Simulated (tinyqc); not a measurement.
# Raising the compensation

Model: charge neutrality of a doped semiconductor with incomplete ionisation. Computed by tinyqc, a small Python program. Command: `OMP_NUM_THREADS=1 python tinyqc.py 3011045 3011046 out.jsonl dopant sweep`. One thread of a shared host (Intel(R) Xeon(R) Processor @ 2.30GHz), about 0.09 s of CPU time with the checks.

Energies are counted from the top of the valence band; E_D is measured down from the conduction band and E_A up from the valence band.

Inputs (values chosen for the exercise, modelled on germanium):

| quantity | value | unit |
|---|---|---|
| gap at 0 K E_g0 | 0.743 | eV |
| Varshni alpha | 0.000479 | eV/K |
| Varshni beta | 243 | K |
| electron mass m_e | 0.22 | m_0 |
| valleys M_c | 4 | - |
| hole mass m_h | 0.347 | m_0 |
| donor density N_D | 1.5e+15 | cm^-3 |
| donor depth E_D | 0.012 | eV |
| acceptor depth E_A | 0.011 | eV |
| donor degeneracy g_D | 2 | - |
| acceptor degeneracy g_A | 4 | - |
| temperature T | 40 | K |
| iteration cap | 60 | - |

Doping: n-type, compensated. Statistics of the bands: Fermi-Dirac. Solver: Newton steps on the logarithm. Start of Newton steps: intrinsic level E_i.

Constants: m_0 = 9.1093837015e-31 kg; k_B = 1.380649e-23 J/K; h = 6.62607015e-34 J s; k_B = 8.617333262e-05 eV/K.

Method:
- E_g = E_g0 - alpha T^2/(T + beta).
- N_c = 2 M_c (2 pi m_e k_B T/h^2)^(3/2) and N_v = 2 (2 pi m_h k_B T/h^2)^(3/2), masses in units of m_0.
- n_i = sqrt(N_c N_v) exp(-E_g/(2 k_B T)); E_i = E_g/2 + (k_B T/2) ln(N_v/N_c).
- n = N_c F_1/2((E_F - E_g)/k_B T), p = N_v F_1/2(-E_F/k_B T).
- F_1/2(eta) = (2/sqrt(pi)) int_0^infinity sqrt(x)/(1 + exp(x - eta)) dx, by the trapezoid rule in t = sqrt(x) with step 0.02 up to t = 12 (for eta < -12 by exp(eta) - exp(2 eta)/2^(3/2)).
- N_D+ = N_D/(1 + g_D exp((E_F - E_g + E_D)/k_B T)).
- N_A- = N_A/(1 + g_A exp((E_A - E_F)/k_B T)).
- Neutrality: p + N_D+ = n + N_A-; the log ratio is ln[(p + N_D+)/(n + N_A-)].
- Newton steps from the start named, with the slope from a central difference of 1e-6 eV; the function is the log ratio y = ln[(p + N_D+)/(n + N_A-)]; the bracket -0.3 to E_g + 0.3 eV is narrowed by the sign of y at each step, and a step that would leave it is replaced by its midpoint; stop when |log ratio| < 1e-9.

One run for each value:

| acceptor density N_A (cm^-3) | majority density n (cm^-3) | ionised share of the donors | distance of E_F from the majority band edge (eV) |
|---|---|---|---|
| 1.50e+12 | 1.2851e+15 | 0.85777 | 0.020583 |
| 1.50e+13 | 1.2733e+15 | 0.85889 | 0.020615 |
| 7.50e+13 | 1.2209e+15 | 0.86392 | 0.020760 |
| 1.50e+14 | 1.1554e+15 | 0.87027 | 0.020950 |
| 3.00e+14 | 1.0248e+15 | 0.88323 | 0.021364 |
| 6.00e+14 | 7.6525e+14 | 0.91017 | 0.022371 |
| 9.00e+14 | 5.0781e+14 | 0.93854 | 0.023785 |
| 1.42e+15 | 6.7130e+13 | 0.99142 | 0.030761 |

Give the missing row, acceptor density N_A (cm^-3) = 1.20e+15.

Computed row; columns: (1) acceptor density N_A (cm^-3); (2) majority density n (cm^-3); (3) ionised share of the donors; (4) distance of E_F from the majority band edge (eV):
```
(1)              (2)      (3)       (4)
1.20e+15  2.5267e+14  0.96845  0.026192
```

Interpolating between the two neighbouring rows (the first column on a logarithmic scale, the others too where they are positive) misses most in majority density n (cm^-3), by 44 %. Over the rows, majority density n (cm^-3) falls from 1.29e15 to 6.71e13 (exponent d ln y / d ln x -0.0040 between the first rows and -7.9 between the last); ionised share of the donors rises from 0.858 to 0.991 (exponent d ln y / d ln x 5.7e-4 between the first rows and 0.14 between the last); distance of E_F from the majority band edge (eV) rises from 0.0206 to 0.0308 (exponent d ln y / d ln x 6.7e-4 between the first rows and 0.96 between the last). The ionised share rises because each acceptor takes an electron from a donor, while the free electrons become fewer.
